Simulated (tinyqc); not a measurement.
Filling the band: three-level Kane dispersion of a narrow-gap semiconductor.

Zero of energy at Gamma8, c = hbar^2/2m0, P^2 = Ep c. The free-electron term and remote bands are left out, so the heavy holes are flat at E = 0 and the other three bands obey E (E - Eg)(E + Dso) = P^2 k^2 (E + 2 Dso/3). The conduction band is the highest root; its edge is Ec = max(Eg, 0).

Degenerate electrons at T = 0: kF = (3 pi^2 n)^(1/3), 1 cm^-3 = 1e-24 angstrom^-3; EF is the highest root at kF. The momentum (cyclotron, optical) mass is m(E) = hbar^2 k/(dE/dk) = c d(k^2)/dE with d(k^2)/dE = k^2 [1/E + 1/(E - Eg) + 1/(E + Dso) - 1/(E + 2 Dso/3)]; the density of states is k d(k^2)/dE/(2 pi^2).

Edge mass m0* = Eg (Eg + Dso)/(Ep (Eg + 2 Dso/3)).
Constants: hbar^2/2m0 = 3.80998211 eV angstrom^2.

Values chosen for the exercise (out of a larger set: near those of InAs; not measured data): Eg = 0.437 eV (E(Gamma6) - E(Gamma8)); Dso = 0.38 eV (spin-orbit splitting); Ep = 20.7 eV (Kane energy).

n from 1e15 to 1e19 cm^-3. The last column is the local power d ln(EF - Ec)/d ln n = kF^2/(1.5 (EF - Ec) d(k^2)/dE).

Results:
```
n (cm^-3),kF (1/angstrom),EF - Ec (meV),parabolic (meV),m(EF),m(EF)/m0*,power
1.0e+15,0.00309,1.5,1.5,0.0251,1.01,0.665
1.0e+16,0.00667,6.7,6.8,0.0257,1.03,0.658
3.0e+16,0.00961,13.7,14.1,0.0264,1.06,0.649
1.0e+17,0.01436,29.6,31.4,0.0280,1.12,0.631
3.0e+17,0.02071,58.4,65.4,0.0310,1.24,0.602
1.0e+18,0.03094,117.6,145.9,0.0370,1.48,0.559
3.0e+18,0.04462,212.1,303.6,0.0464,1.86,0.514
1.0e+19,0.06665,382.4,677.4,0.0632,2.53,0.467
```

The power falls from 0.665 to 0.467: 2/3 marks a parabola, 1/3 a linear band. The parabola is within 10 % up to n = 1.0e+17 cm^-3. The mass has doubled by n = 1.0e+19 cm^-3 and ends at 2.5 times its edge value.

Run: tinyqc, `OMP_NUM_THREADS=1 python tinyqc.py 1050587 1050588 out.jsonl`; Intel(R) Xeon(R) Processor @ 2.30GHz, one thread, shared host; about 0.01 s of CPU time with all checks.
